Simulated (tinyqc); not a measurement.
## p-type polysilicon, carrier trapping at grain boundaries: effect of the doping

One-dimensional grains of size Lg, uniform ionised doping N, monovalent traps Qt at each boundary at a depth Et below (for electrons) or above (for holes) the band edge there, abrupt depletion of width W on each side of a boundary, Boltzmann statistics. xi is the distance from the band edge at the grain centre to the Fermi level. Trapped charge Qt/(1 + exp((xi + VB - Et)/Vt)) = 2 N W, barrier VB = q N W^2/(2 eps0 eps_r).

If the trap equation with xi = Vt ln(NB/N) has a root W < Lg/2, the grain is partly depleted; otherwise W = Lg/2 and the trap equation gives xi = Et - VB + Vt ln(Qt/(N Lg) - 1). N* = Qt/Lg. n0 = NB exp(-xi/Vt); mean density n0 (1 - 2 W/Lg) by charge balance in a partly depleted grain, and n0 (sqrt(pi)/2) erf(u)/u with u = sqrt(VB/Vt) in a fully depleted one; v = sqrt(kB T/(2 pi ms m0)); barrier resistivity Vt exp(VB/Vt)/(q fe n0 v Lg); grain resistivity (1 - 2 W/Lg)/(q n0 mug); effective mobility 1/(q mean density total resistivity). Rows with xi above 0.45 V, towards mid-gap, are left out, since the other carrier type is ignored.

Parameters, values chosen for the exercise; values of the order met in polycrystalline silicon:

| symbol | value | unit | meaning |
|---|---|---|---|
| T | 300 | K | temperature |
| eps_r | 11.7 |  | relative permittivity |
| NB | 2.65e19 | cm^-3 | valence-band density of states at T |
| Lg | 78 | nm | grain size |
| Qt | 4.6e12 | cm^-2 | trap density of a grain boundary |
| Et | 0.46 | eV | depth of the trap level from the majority band edge at the boundary |
| ms | 0.38 | m0 | mass for thermionic emission |
| fe | 0.12 |  | correction factor of the emission rate |
| mug | 41 | cm^2/(V s) | mobility inside the grains |

Constants: q = 1.602176634e-19 C, kB = 1.380649e-23 J/K, m0 = 9.1093837015e-31 kg, Vt = kB T/q, eps0 = 8.8541878128e-14 F/cm where lengths are in cm. Results are converted to the units shown.

Result of one run:
```
N/N*,depleted share 2 W/Lg,VB (V),xi (V),mean density (cm^-3),resistivity (ohm cm),effective mobility (cm^2/(V s))
13.565,0.073718,0.051134,0.030963,7.4103e18,0.053317,15.798
```

Which doping N gave this result: 1e17, 2.3e18, 4.3e18 or 8e18 cm^-3?

N = 8e18 cm^-3.

The whole series:
```
N (cm^-3),N/N*,depleted share 2 W/Lg,VB (V),xi (V),mean density (cm^-3),resistivity (ohm cm),effective mobility (cm^2/(V s))
1e17,0.16957,1.0000,0.11762,0.38345,3.9716e12,3.8996e5,4.0301
1.9e17,0.32217,1.0000,0.22347,0.25575,4.0358e14,1.6752e5,0.092317
3.5e17,0.59348,0.91380,0.34375,0.11186,3.0170e16,67197,0.0030787
6.6e17,1.1191,0.65960,0.33774,0.095463,2.2466e17,28241,9.8373e-4
1.2e18,2.0348,0.46530,0.30557,0.080007,6.4164e17,4476.0,0.0021732
2.3e18,3.9000,0.25636,0.17778,0.063188,1.7104e18,16.704,0.21846
4.3e18,7.2913,0.13715,0.095133,0.047013,3.7103e18,0.39473,4.2617
8e18,13.565,0.073718,0.051134,0.030963,7.4103e18,0.053317,15.798
```

As N goes from 1e17 to 8e18, VB goes from 0.118 through a maximum of 0.344 (at N = 3.5e17 among the rows listed) to 0.0511 V, the resistivity falls from 3.90e5 to 0.0533 ohm cm and the effective mobility goes from 4.03 through a minimum of 9.84e-4 (at N = 6.6e17 among the rows listed) to 15.8 cm^2/(V s). The steepest fall of the resistivity among the rows, as N^(-8.6), lies between N = 1.2e18 and 2.3e18 cm^-3; N* = 5.90e17 cm^-3. While the grain is fully depleted VB grows as N; once the traps are full it falls as 1/N. For N = 2.3e18, 4.3e18, 8e18 xi is under 2.5 Vt, where Boltzmann statistics begin to fail. For N = 3.5e17 the grain is near the changeover between partial and full depletion, within a few Debye lengths, where both limits are rough.

tinyqc, about 0.01 s, one thread, Intel Xeon 2.30GHz (shared host): `OMP_NUM_THREADS=1 python tinyqc.py 2830019 2830020 out.jsonl`
